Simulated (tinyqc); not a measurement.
Resistance of a tapered via with liner, size effect and interface: two steps of the calculation.

A round via whose diameter grows from db at the bottom as D(z) = db + 2 z/tan(ang). The fill, of diameter D - 2 tl, starts above the bottom liner (thickness fb tl) and has rho = rho0 (1 + ks lam/(D - 2 tl)); the sidewall liner conducts in parallel with it. The bottom liner and the interface are crossed over the full area pi db^2/4. Spreading in the lines above and below is left out.

Parameters, values chosen for the exercise; fill metal close to ruthenium: diameter at the bottom db = 16 nm; height hv = 39 nm; sidewall angle ang = 86 degrees; bulk resistivity of the fill rho0 = 7.86 uohm cm; mean free path of the fill lam = 6.56 nm; size-effect factor ks = 1.5; liner on the sidewall tl = 0.2 nm; liner at the bottom over that on the sidewall fb = 0.5; resistivity of the liner rl = 230 uohm cm; interface resistivity at the bottom ri = 5.9e-12 ohm cm^2; ballistic conductance per area, about 3/(4 rho0 lam) Sb = 1.5e15 S/m^2.

Problem 1. Slices of the via. Slices between z0 = fb tl and hv, evaluated at their midpoints: conductance per length pi/4 [(D - 2 tl)^2/rho + (D^2 - (D - 2 tl)^2)/rl], slice resistance = slice height over that. 6 slices.

Find: z; D; rho; slice resistance.

Solution 1.

```
slice,z (nm),D (nm),rho (uohm cm),slice resistance (ohm)
0,3.342,16.47,12.67,4.041
1,9.825,17.37,12.42,3.548
2,16.31,18.28,12.19,3.139
3,22.79,19.19,11.98,2.795
4,29.27,20.09,11.79,2.503
5,35.76,21.00,11.61,2.255
```

Problem 2. Total resistance. R_fill = sum of the slices; R_bottom = rl fb tl/(pi db^2/4); R_interface = ri/(pi db^2/4); ballistic (Sharvin) limit 1/(Sb pi (db - 2 tl)^2/4); ideal cylinder rho0 hv/(pi db^2/4).

```
slice,slice resistance (ohm)
0,4.0412613
1,3.5482949
2,3.1386103
3,2.7947018
4,2.5033877
5,2.2545988
```

Give: parts; R; shares; ballistic limit; ideal cylinder.

Solution 2.

parts (ohm): fill 18.28, bottom liner 1.144, interface 2.934
R = 22.36 ohm
shares (%): fill 81.76, bottom liner 5.12, interface 13.12
ballistic limit = 3.488 ohm
ideal cylinder = 15.25 ohm

The fill is the largest part, and R is 1.47 times the ideal cylinder. With 2000 slices R = 22.375 ohm.

Computed by the program tinyqc: `OMP_NUM_THREADS=1 python tinyqc.py 2750080 2750081 out.jsonl`, one thread of a shared Intel Xeon 2.30GHz, about 0.01 s for the whole run.
